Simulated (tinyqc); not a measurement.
Worked calculation: core-shell quantum dot (spherical envelope functions). Values are carried at full precision from step to step, so a last printed digit may differ when a step is redone from the rounded ones.

Parabolic bands; strain and other valleys are left out. s states, u = r psi, hard wall at R + H, c = hbar^2/2m0, energies from the band edges of the core. Core: u = sin(k1 r)/k1, k1 = sqrt(m1 E/c). At R, psi and psi'/m are continuous, so u is continuous and its slope in the shell is s = u/R + (m2/m1)(u' - u/R). Shell: u(R + x) = u(R) cos(k2 x) + s sin(k2 x)/k2, k2 = sqrt(m2 (E - V)/c); for negative arguments the functions turn into sinh and cosh. A level has u(R + H) = 0.

Constants: hbar^2/2m0 = 3.80998211 eV angstrom^2; e^2/(4 pi eps0) = 14.39964547 eV angstrom; hc = 1239.841984 eV nm.

Parameters, chosen for this exercise (near those of a Ge/Si core-shell dot; the results hold for these values, not for the real material): R = 25 angstrom (core radius); H = 29 angstrom (shell thickness); Vc = -0.051 eV (conduction edge of the shell above that of the core); me1 = 0.125 m0 (electron, core); me2 = 0.251 m0 (electron, shell); E = -0.01 eV (trial energy of the electron); Vv = 0.629 eV (hole barrier of the shell); mh1 = 0.208 m0 (hole, core); mh2 = 0.405 m0 (hole, shell); Eg = 0.691 eV (gap of the core); eps = 14.2 (dielectric constant).

## Shooting at a trial energy

Carry the electron solution outwards.

k1^2 = -0.00032809 1/angstrom^2
k2^2 = 0.0027011 1/angstrom^2
u(R) = 25.863 angstrom
s = 1.1746
u(R + H) = 24.199 angstrom

u(R + H) is positive: no node yet, so the lowest level lies above the trial energy.

## Ground states

Find the lowest root for electron and hole, and the share of u^2 inside the core.

Levels:
```
carrier   E (eV)  share in the core
electron  0.0194              0.303
hole      0.1631              0.931
```

The core holds 10 % of the volume. The electron sits mainly in the shell and the hole in the core (type II).

## Overlap and Coulomb integrals

Overlap = (integral of u_e u_h)^2 with normalised u. Coulomb integrals J_ab = (q/eps) double integral of u_a(r)^2 u_b(s)^2/max(r, s), q = e^2/(4 pi eps0), one eps everywhere. Exciton E = Eg + E_e + E_h - J_eh; first-order biexciton shift J_ee + J_hh - 2 J_eh (positive: repulsive).

Integrate numerically.

overlap = 0.433

J_eh, J_ee, J_hh (meV): 36.6  30.5  55.2

## Exciton and biexciton

Give E, the wavelength hc/E and the biexciton shift.

E = 0.837 eV
wavelength = 1482 nm
biexciton shift = 13 meV

At first order the shift is the Coulomb integral of the net charge density with itself and cannot be negative; correlation, left out here, lowers it, and may reverse a shift as small as this.

## Checks

- Level without offset and mass step against c (pi/(R + H))^2/m, eV: both 0.1032.
- J_ee in that case against 1.786 q/(eps (R + H)), meV: both 33.5.

Computed by tinyqc, a small Python program: `OMP_NUM_THREADS=1 python tinyqc.py 1252737 1252738 out.jsonl` (the numbers bound the seed that draws the inputs); one thread of a shared host (Intel(R) Xeon(R) Processor @ 2.30GHz), about 0.07 s for the whole set of steps.
